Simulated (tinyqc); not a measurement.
Worked calculation: lattice vibrations of a chain. One step of it, computed by the program tinyqc.

Problem. Frequencies. omega^2 are the eigenvalues; wavenumber = 521.4708 sqrt(eigenvalue) 1/cm.

D(q) (eV/(angstrom^2 u)):
```
                     1                    2
1             0.604167  -1.671015+1.531433i
2  -1.671015-1.531433i            16.000000
```

Give: eigenvalues; wavenumbers; weights |e|^2 of the mass-weighted modes.

Solution.

eigenvalues: 0.277  16.327

wavenumbers (1/cm): 274.7  2107.1

weights |e|^2 of the mass-weighted modes:
```
        mode 1  mode 2
atom 1   0.980   0.020
atom 2   0.020   0.980
```
